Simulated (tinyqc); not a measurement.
Both saturation currents from two open-circuit voltages.

Inverse problem. Without shunt, at open circuit JL = J01 (exp(Voc/Vt) - 1) + J02 (exp(Voc/(2 Vt)) - 1). Find J01, J02 and the mean ideality (Voc2 - Voc1)/(Vt ln(JL2/JL1)).

Parameters, values chosen for the exercise: temperature T = 348 K.

Constants: q = 1.602176634e-19 C, kB = 1.380649e-23 J/K, Vt = kB T/q. Results are converted to the units shown.

photocurrents (mA/cm^2): [51.7, 5.17]
Voc (V): [0.22167677, 0.15114711]

Solution. The relation is linear in J01 and J02, so two light levels give two equations; series resistance plays no part at open circuit.

J01 = 3.100e-5 A/cm^2
J02 = 3.600e-5 A/cm^2
mean ideality = 1.021

Computed by the program tinyqc: `OMP_NUM_THREADS=1 python tinyqc.py 2280107 2280108 out.jsonl`, one thread of a shared Intel Xeon 2.30GHz, about 0.01 s for the whole run.
